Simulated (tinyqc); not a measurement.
Thinning the film: dielectric confinement in a thin film (image charges).

A film |z| < t/2 of dielectric constant eps between half-spaces of dielectric constant e2; lam = (eps - e2)/(eps + e2), q = e^2/(4 pi eps0). The self-energy of a band edge is taken with the high-frequency value, e2 = eh, and the field of a fixed ion with the static one, e2 = eo. A charge at z has images lam^|n| at n t + (-1)^n z. Its self-energy is S(z) = (q/2 eps) sum over n >= 1 of lam^n [1/(n t - 2z) + 1/(n t + 2z)] for odd n and 2 lam^n/(n t) for even n; at the centre S(0) = -(q/(eps t)) ln(1 - lam).

Donor at the centre, lam from the static eo, trial function cos(pi z/t) exp(-rho/l): E(l) = c/(m l^2) - (q/eps) times the integral over k of F(k t) (1 + (k l/2)^2)^(-3/2), with F(x) = F0 + 2 lam exp(-x) G/(1 - lam exp(-x)), F0 = 2[(1 - exp(-x/2))/x + x (1 + exp(-x/2))/(x^2 + 4 pi^2)], G = 2 sinh(x/2)[1/x - x/(x^2 + 4 pi^2)]; c = hbar^2/2m0. The binding energy is -E at the minimum, counted from the subband edge with its self-energy.

Constants: e^2/(4 pi eps0) = 14.39964547 eV angstrom; hbar^2/2m0 = 3.80998211 eV angstrom^2; Ry = 13.60569312 eV.

Inputs chosen for the exercise (near those of an InGaAs film in vacuum; the results hold for these values, not for the real material):
```
symbol  value                          unit      meaning
eps     13.1                                     dielectric constant of the film
eh      1                                        high-frequency dielectric constant outside
eo      1                                        static dielectric constant outside
m       0.046                          m0        mass in the plane
mz      0.045                          m0        mass across the film
ts      (10, 15, 22, 32, 48, 70, 100)  angstrom  thicknesses
```

<S> is the mean over (2/t) cos^2(pi z/t); confinement c (pi/t)^2/mz; donor binding with and without images.

Results:
```
t (angstrom)  <S> (meV)  confinement (meV)  binding, no images (meV)  binding (meV)  l (angstrom)
10                235.7             8356.2                      13.6          240.8          31.7
15                157.2             3713.9                      13.2          183.6          37.6
22                107.2             1726.5                      12.7          140.9          44.3
32                 73.7              816.0                      12.1          108.1          52.0
48                 49.1              362.7                      11.3           80.6          62.0
70                 33.7              170.5                      10.5           61.0          72.8
100                23.6               83.6                       9.5           46.7          84.8
```

What does the comparison show, and why?

Between 100 and 10 angstrom the binding goes from 46.7 to 240.8 meV; quantum confinement alone would take it from 9.5 to 13.6, so the images supply +37.1 and +227.2 meV. |<S>| goes as 1/t and exceeds the confinement energy beyond 354 angstrom. Hard-wall energies above 300 meV (up to t = 48 angstrom) overstate the confinement: walls are finite and valleys non-parabolic.

tinyqc: `OMP_NUM_THREADS=1 python tinyqc.py 1282679 1282680 out.jsonl`; about 0.07 s, one thread, shared Intel(R) Xeon(R) Processor @ 2.30GHz.
